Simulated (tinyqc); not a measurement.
Worked calculation: spin coating of a resist or spin-on film: centrifugal thinning, evaporation and the final thickness (Emslie and Meyerhofer models). Computed by tinyqc, a small Python program that keeps every step. Command: `OMP_NUM_THREADS=1 python tinyqc.py 3112367 3112368 out.jsonl spincoat walk`. One thread of a shared host (Intel(R) Xeon(R) Processor @ 2.30GHz), about 0.09 s of CPU time with the checks. Intermediate numbers are printed to about 6 digits and carried at full precision; extremes and crossings named in words are read from the listed rows.

A Newtonian film stays uniform over the wafer; solvent and solids have the same density and the concentration is uniform through the thickness.

Inputs (values chosen for the exercise, of the order of those of a polymer resist in an ester solvent): solids volume fraction c0 = 0.14; kinematic viscosity of the solvent nu_s = 0.63 mm^2/s; viscosity constant k = 2400 mm^2/s; viscosity exponent gamma = 2.5; spin speed f = 6000 rpm; evaporation rate at 1000 rpm e0 = 0.47 micrometre/s; starting thickness h0 = 700 micrometre; time t = 0.34 s; wafer radius R = 100 mm; shrinkage in the bake = 5.4 %.

## Rates

omega = 2 pi f/60; nu(c) = nu_s + k c^gamma; evaporation rate e = e0 sqrt(f/1000 rpm). Flow constant K = 2 omega^2/(3 nu(c0)); Reynolds number of the air omega R^2/nu_air with nu_air = 15 mm^2/s.

omega = 628.319 1/s

nu(c0) = 18.2308 mm^2/s

evaporation rate e = 1.15126 micrometre/s

flow constant K = 0.0144366 1/(micrometre^2 s)

Reynolds number of the air = 418879

Caution: above a Reynolds number of about 3e5 the air flow near the rim turns turbulent, and evaporation is no longer uniform.

## Thinning without evaporation

dh/dt = -K h^3 gives h = h0/sqrt(1 + 2 K h0^2 t); for long times h = 1/sqrt(2 K t).

h(t) without evaporation = 10.0918 micrometre

long-time form = 10.0928 micrometre

time 1/(2 K h0^2) = 7.06822e-05 s

The long-time form is within 0.010 %: the starting thickness is forgotten.

## The two-stage estimate

Meyerhofer estimate: flow rules until (1 - c0) K h^3 = e, then evaporation alone: h_w = (e/((1 - c0) K))^(1/3), dry film c0 h_w.

wet thickness h_w = 4.52623 micrometre

dry film, estimate = 633.673 nm

drying time (1 - c0) h_w/e = 3.38113 s

## First explicit step of the full model

Solids s and liquid l per area start at s = c0 h0, l = (1 - c0) h0. With h = h0 and c = c0: Q = K h^3, K = 2 omega^2/(3 nu); one Euler step of length dt = 0.01 h0/Q for s and l, ds/dt = -c Q, dl/dt = -(1 - c) Q - e.

Q = 4.95174e+06 micrometre/s

dt = 1.41364e-06 s

s = 97.02 micrometre

l = 595.980 micrometre

Q/e at the start = 4.30115e+06

## The full model

Full model for solids s and liquid l per area, h = s + l, c = s/h: ds/dt = -c Q, dl/dt = -(1 - c) Q - e, Q = 2 omega^2 h^3/(3 nu(c)); integrated adaptively (relative tolerance 1e-9) until l = 0. Dry film = s at l = 0, before the bake; film after the bake = s x (1 - shrinkage).

time to dry = 4.48303 s

dry film = 734.853 nm

film after the bake = 695.171 nm

## Course in time

Times are fractions of the time to dry.

History:
```
fraction    t (s)  h (micrometre)         c  nu (mm^2/s)          Q/e   s (nm)
0.003     0.01345         50.6125  0.140029       18.240  1.62499e+03  7087.21
0.010     0.04483         27.7691  0.140174       18.285  2.67717e+02  3892.50
0.030     0.13449         16.0309  0.140904       18.516  5.08637e+01  2258.82
0.100     0.44830          8.7425  0.145605       20.046  7.62050e+00  1272.95
0.200     0.89661          6.1001  0.156540       23.899  2.17132e+00   954.90
0.350     1.56906          4.4183  0.182108       34.595  5.69945e-01   804.60
0.500     2.24151          3.3938  0.222577       56.724  1.57545e-01   755.39
0.700     3.13812          2.2900  0.322025      141.863  1.93515e-02   737.43
0.900     4.03472          1.2511  0.587438      635.400  7.04565e-04   734.94
```

Q/e drops below 1 between t = 0.90 and 1.6 s, when c has risen from 0.14 to about 0.182; after that row the solids fall by a further 9 %. The full model gives 1.16 times the two-stage estimate.

## Spin curve

The formulas are those given above.

Dry film against speed:
```
f (rpm)  full model (nm)  estimate (nm)  time to dry (s)
500              2545.59        2195.11          53.7869
1000             1800.01        1552.18          26.8960
1500             1469.70        1267.35          17.9312
2000             1272.80        1097.55          13.4486
3000             1039.24         896.15           8.9659
4000              900.01         776.09           6.7245
6000              734.85         633.67           4.4830
```

The full thickness goes as f^-0.500; the estimate as (e/omega^2)^(1/3) = f^(-1/2). The time to dry goes as f^-1.00. A thickness window of 1 % allows a speed error of about 2 %.

Checks made by the program: constant-viscosity run against c0 h0 exp(-int K h^2 dt) (relative difference 2e-05).
